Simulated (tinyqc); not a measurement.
Stark shift: graded (staircase) quantum well by finite differences.

Finite differences on points z_i at the centres of cells of width h: H_ii = (c/h^2)(1/m_(i-1/2) + 1/m_(i+1/2)) + V_i, H_(i,i+1) = -(c/h^2)/m_(i+1/2), where m_(i+1/2) is the mean of the masses at the two points (the end values are repeated outwards), psi = 0 on the points beyond both ends, c = hbar^2/2m0. The field adds e F (z - z0) with z0 the middle of the structure; 1 kV/cm = 1e-5 eV/angstrom.

Constants: hbar^2/2m0 = 3.80998211 eV angstrom^2.

Parameters, chosen for this exercise (out of a larger set: near those of an InGaAs well in InP; not measured data):
```
symbol  value                                                                                                                                              unit      meaning
layers  ((100, 0.246, 0.0839), (25, 0.109, 0.0601), (25, 0.027, 0.0459), (25, 0, 0.0411), (25, 0.027, 0.0459), (25, 0.109, 0.0601), (100, 0.246, 0.0839))            each layer: thickness in angstrom, band edge in eV, mass in m0
hf      1.5625                                                                                                                                             angstrom  cell width of the fine grid
Fs      (0, 8.33, 16.7, 25, 33.3, 41.7, 50)                                                                                                                kV/cm     fields
```

Fine grid. Perturbation theory: dE1 = e F z_11 - beta (e F)^2 with beta = sum_j z_1j^2/(E_j - E_1) over the 13 next levels at zero field, z from z0.

Levels against field:
```
F (kV/cm)  E1 (eV)  E2 (eV)  dE1 (meV)  second order (meV)  <z - z0> (angstrom)  E2 - E1 (meV)
0           0.0569   0.1735       0.00                0.00                  0.0          116.6
8.33        0.0569   0.1735      -0.04               -0.04                 -1.0          116.6
16.7        0.0567   0.1732      -0.17               -0.17                 -2.0          116.5
25.0        0.0565   0.1728      -0.37               -0.37                 -3.0          116.3
33.3        0.0562   0.1722      -0.66               -0.66                 -4.0          116.0
41.7        0.0559   0.1714      -1.04               -1.04                 -5.0          115.5
50.0        0.0554   0.1704      -1.50               -1.50                 -6.0          115.0
```

z_11 = 0.00 angstrom
beta = 5987 angstrom^2/eV

What does the comparison show, and why?

At zero field the state is centred, so the shift starts as F^2; it turns linear only if the state is pulled to one side. At 50 kV/cm E1 has moved by -1.50 meV, where second order gives -1.50 meV; they differ by 0.2 % there. The electron moves by -6.0 angstrom, against the rise of the potential. From 50 kV/cm on E2 lies above the lowest point of the outer barrier, so it is a resonance or a state of the finite grid, held or pushed up by its ends. E2 - E1 shrinks with the field; the ends are 116.6 and 115.0 meV.

Run: tinyqc, `OMP_NUM_THREADS=1 python tinyqc.py 1282393 1282394 out.jsonl`; Intel(R) Xeon(R) Processor @ 2.30GHz, one thread, shared host; about 0.01 s of CPU time with all checks.
